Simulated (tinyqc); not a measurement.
From results back to parameters: tunnelling through a thin dielectric with one trap, as a tight-binding chain. Five cases, with inputs chosen for the exercise.

Problem. A resonance has full width Gamma_L + Gamma_R and peak height 4 Gamma_L Gamma_R/(Gamma_L + Gamma_R)^2. The values come from hidden widths.

Case 1.

full width = 5.09373 meV
peak height = 0.0807091

Case 2.

full width = 1.47296 meV
peak height = 0.0303975

Case 3.

full width = 29.0712 meV
peak height = 0.000151914

Case 4.

full width = 14.3593 meV
peak height = 1.91066e-05

Case 5.

full width = 160.403 meV
peak height = 0.0357462

Find: larger and smaller width.

Solution. The widths are (W/2)(1 +/- sqrt(1 - peak)); which belongs to which lead the line shape cannot tell.

Case 1.

larger and smaller width (meV): 4.99  0.105

Case 2.

larger and smaller width (meV): 1.46  0.0113

Case 3.

larger and smaller width (meV): 29.1  0.00110

Case 4.

larger and smaller width (meV): 14.4  6.86e-05

Case 5.

larger and smaller width (meV): 159  1.45

Computed by tinyqc, one run a case: `OMP_NUM_THREADS=1 python tinyqc.py N N+1 out.jsonl` with N = 1452389, 1452424, 1452496, 1452513, 1452517; one thread of a shared Intel(R) Xeon(R) Processor @ 2.30GHz, about 0.1 s a run at most.
